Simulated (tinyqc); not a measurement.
What moves the results: Fermi-Dirac statistics of conduction electrons. A value that a table varies takes the place of the one given here.

Non-parabolic band E (1 + alpha E) = c k^2/m: n = Nc (2/sqrt(pi)) integral_0^infinity sqrt(x (1 + a x)) (1 + 2 a x) dx/(1 + exp(x - eta)) with a = alpha kT and eta = (EF - Ec)/kT; a = 0 gives n = Nc F_1/2(eta).

Constants: hbar^2/2m0 = 3.80998211 eV angstrom^2; kB = 8.617333262e-05 eV/K.

Values chosen for the exercise (near those of InSb, lowest valleys alone; not measured data): m = 0.0134 m0 (density-of-states mass of the conduction band); T = 300 K; alpha = 5.59 1/eV (non-parabolicity); m1 = 0.0134 m0 (mass of one isotropic band with spin); L = 80 angstrom (confinement length used to compare densities); n = 9.3e+16 1/cm^3 (electron density).

## Parabolic against non-parabolic filling

N = 2 (m kB T/(4 pi c))^(3/2) with c = hbar^2/2m0, in 1/angstrom^3; times 1e24 for 1/cm^3. k_F = (3 pi^2 n)^(1/3) and the energy E0 that solves E (1 + alpha E) = c k_F^2/m give the limit of zero temperature.

EF - Ec (meV):
```
n (1/cm^3)  parabolic  non-parabolic  non-parabolic, 0 K
4.0e+15         -57.9          -70.6                 6.6
2.0e+16         -12.6          -27.1                18.2
6.0e+16          25.0            5.5                34.9
2.0e+17          86.3           49.5                67.6
6.0e+17         190.7          105.0               117.0
2.0e+18         430.7          194.6               202.6
```

How do the results move?

Non-parabolicity lowers EF by 12.7 meV at the lowest density and by 236.0 meV at the highest, where alpha (EF - Ec) = 1.09. Temperature lowers EF below its 0 K value by 77.2 meV at the lowest density and by 7.9 meV at the highest. EF enters the band between 2e+16 and 6e+16 1/cm^3.

## Dimension (statistics of electrons in three, two and one dimensions)

One band edge at E = 0, lambda = sqrt(4 pi c/(m1 kT)) with c = hbar^2/2m0. Densities with spin: n3 = (2/lambda^3) F_1/2(eta), n2 = (2/lambda^2) F_0(eta) with F_0 = ln(1 + exp(eta)), n1 = (2/lambda) F_-1/2(eta). F_j(eta) = (1/Gamma(j + 1)) integral_0^infinity x^j dx/(1 + exp(x - eta)), which tends to exp(eta) for eta << 0.

The last two columns turn the sheet and line densities into volume densities, n2/L and n1/L^2, over n3.

Densities:
```
eta  n3 (1/cm^3)  n2 (1/cm^2)  n1 (1/cm)  (n2/L)/n3  (n1/L^2)/n3
-4      7.08e+14     2.63e+09   9.73e+03       4.63         21.5
-2      5.03e+15     1.84e+10   6.65e+04       4.56         20.7
-1      1.28e+16     4.53e+10   1.58e+05       4.44         19.4
0       2.98e+16     1.00e+11   3.25e+05       4.21         17.1
1       6.13e+16     1.90e+11   5.53e+05       3.87         14.1
2       1.10e+17     3.08e+11   7.88e+05       3.50         11.2
4       2.53e+17     5.81e+11   1.18e+06       2.87         7.25
8       6.76e+17     1.16e+12   1.70e+06       2.14         3.94
```

lambda = 371.8 angstrom

How do the results move?

Far below the edge all three follow exp(eta), and the ratios tend to lambda/L = 4.647 and its square. From eta = 4 to 8 the densities grow by 2.67, 1.99 and 1.45, near the powers 2^(3/2), 2 and 2^(1/2) that the densities of states E^(1/2), E^0 and E^(-1/2) give. One subband serves while EF stays several kT below the second, 50.9 kT up for hard walls; rows with a larger eta, if any, overfill it.

## What moves the Fermi level

N = 2 (m kB T/(4 pi c))^(3/2) with c = hbar^2/2m0, in 1/angstrom^3; times 1e24 for 1/cm^3. Each row changes one parameter from the base and keeps the others.

Results:
```
case                 parabolic EF - Ec (meV)  non-parabolic EF - Ec (meV)
base                                   43.67                        20.17
m = 0.0121 m0                          51.01                        25.60
T = 350 K                              39.00                        11.46
n = 1.86e+17 1/cm^3                    81.55                        46.48
alpha = 8.385 1/eV                     43.67                        12.78
```

How do the results move?

The largest shifts from the base row, up to three for each result and ties (the steps differ in size, so this ranks the rows, not the parameters). parabolic EF - Ec (meV): n +37.88, m +7.34, T -4.67; unchanged at the printed digits by alpha. non-parabolic EF - Ec (meV): n +26.30, T -8.71, alpha -7.40.

(tinyqc, `OMP_NUM_THREADS=1 python tinyqc.py 1650034 1650035 out.jsonl`, Intel(R) Xeon(R) Processor @ 2.30GHz, 1 thread, shared host, about 0.01 s.)
